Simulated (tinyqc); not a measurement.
Delay unit and parasitic delay from two ring oscillators.

Problem. A ring of 21 inverters oscillates at 1/(2 x 21 d), with stage delay d = tau (h + p) for fan-out h. Find tau, p and the delay at fan-out 4.

frequencies of 21-stage ring oscillators with fan-out 2 and 5 (GHz): [0.92504405, 0.50200561]

Solution. d is a straight line in h with slope tau and intercept tau p.

tau = 7.230 ps
p = 1.560
delay at fan-out 4 = 40.20 ps

Computed by the program tinyqc: `OMP_NUM_THREADS=1 python tinyqc.py 2082073 2082074 out.jsonl`, one thread of a shared Intel Xeon 2.30GHz, about 0.01 s for the whole run.
